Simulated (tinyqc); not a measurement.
Which input was changed? Model: gas flow in a process chamber: flow regimes, conductance, effective pumping speed, pump-down, outgassing and purge. Computed by tinyqc, a small Python program. Command: `OMP_NUM_THREADS=1 python tinyqc.py 3120064 3120065 out.jsonl pump which`. One thread of a shared host (Intel(R) Xeon(R) Processor @ 2.30GHz), about 0.03 s of CPU time with the checks.

Ideal gas, isothermal flow, a pump of constant speed at the end of a round pipe; process gas, volume gas and outgassing are given the same properties. 1 sccm = 101325 Pa x 1e-6 m^3/60 s x T/273.15 K.

Inputs (values chosen for the exercise, modelled on oxygen near room temperature):
```
quantity,value,unit
molar mass M,32,g/mol
molecular diameter,0.36,nm
viscosity eta,20.6,micropascal s
temperature T,350,K
chamber volume V,7.8,L
wall area,4.9,m^2
pipe diameter d,16,cm
pipe length l,230,cm
pump speed S,180,L/s
process gas flow,45,sccm
outgassing rate after 1 h,1.9e-05,Pa m^3/(s m^2)
outgassing exponent n,1,-
target base pressure,5e-06,Pa
```

Constants: k_B = 1.380649e-23 J/K; u = 1.6605390666e-27 kg.

Method:
- Mean speed c = sqrt(8 k_B T/(pi m)); aperture conductance C_a = c pi d^2/16; molecular pipe C_m = C_a/(1 + 3 l/(4 d)) (Dushman form); viscous pipe C_v = pi d^4 p_mean/(128 eta l); Knudsen interpolation C = C_v + C_m (1 + x)/(1 + 1.24 x), x = d p_mean sqrt(m/(k_B T))/eta.
- Effective speed 1/S_eff = 1/S + 1/C_m; time constant V/S_eff; pressure at which the free path k_B T/(sqrt2 pi d_m^2 p) equals d.
- Steady flow: the pump inlet is at p_2 = Q/S, and the chamber pressure p_1 solves Q = C((p_1 + p_2)/2) (p_1 - p_2). Residence time = p_1 V/Q.
- Knudsen number = free path at the mean pressure over d.
- From the outgassing limit: t = 1 h x (q_1 A/(S_eff p_target))^(1/n) - 10 s; monolayer time at the target = 1e19 m^-2 x 4 k_B T/(p c) for unit sticking.

Question. One of these inputs alone was changed, within the range given: chamber volume V (3.9 to 15.6); wall area (2.45 to 9.8); pump speed S (90 to 360); outgassing exponent n (0.5 to 2). Which one, and to what value?

Results:
```
run,residence time (s),S_eff in molecular flow (L/s),time to the target (h)
before,0.06317720,95.91337,194.1307
after,0.05588752,95.91337,194.1307
```

Answer.

Each candidate set to reproduce residence time, and what it then gives:
```
candidate,range searched,value needed,S_eff in molecular flow (L/s),time to the target (h)
chamber volume V (L),3.9 to 15.6,6.900,95.91,194.13
wall area (m^2),2.45 to 9.8,no effect,-,-
pump speed S (L/s),90 to 360,228.6,108.16,172.15
outgassing exponent n,0.5 to 2,no effect,-,-
```

Only chamber volume V fits every result: it went from 7.8 to 6.90 L. The next best candidate, pump speed S, misses one result by 13 %.

Caution: beyond some 100 h the power law gives way to slower sources such as permeation and bulk diffusion; baking is the usual remedy.
